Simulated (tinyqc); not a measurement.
Valley-orbit splitting of a donor ground state, with strain: one step, computed by the program tinyqc. Command: `OMP_NUM_THREADS=1 python tinyqc.py 3017715 3017716 out.jsonl valleyorbit walk`. One thread of a shared host (Intel(R) Xeon(R) Processor @ 2.30GHz), about 0.01 s of CPU time with the checks.

The basis is the 1s envelope in each valley; energies are counted from the unstrained conduction-band edge. The strain is e_s (a a^T - 1/3) for the unit stress axis a, so valley j along n_j moves by Xi_u e_s w_j with w_j = (n_j.a)^2 - 1/3: +1/3 for [111] and [-1-11], -1/3 for the others.

Question. Levels and ground state under strain. Diagonalise H; the ground vector has positive components. The density at the nucleus, and so the contact hyperfine coupling, scales as (sum_j c_j)^2/(number of valleys), which is 1 without strain; the envelopes are held fixed.

Valleys: four along <111>. Stress axis: [110].

H (meV), lower triangle (symmetric):
```
           [111]   [1-1-1]   [-11-1]  [-1-11]
[111]    -9.9425
[1-1-1]  -0.6200  -10.6575
[-11-1]  -0.6200   -0.6200  -10.6575
[-1-11]  -0.6200   -0.6200   -0.6200  -9.9425
```

Give: levels; valley amplitudes of the ground state; hyperfine ratio A/A_0.

Answer.

levels (meV): -12.21  -10.04  -9.63  -9.32

valley amplitudes of the ground state: [111] 0.4251, [1-1-1] 0.5650, [-11-1] 0.5650, [-1-11] 0.4251

hyperfine ratio A/A_0 = 0.9804
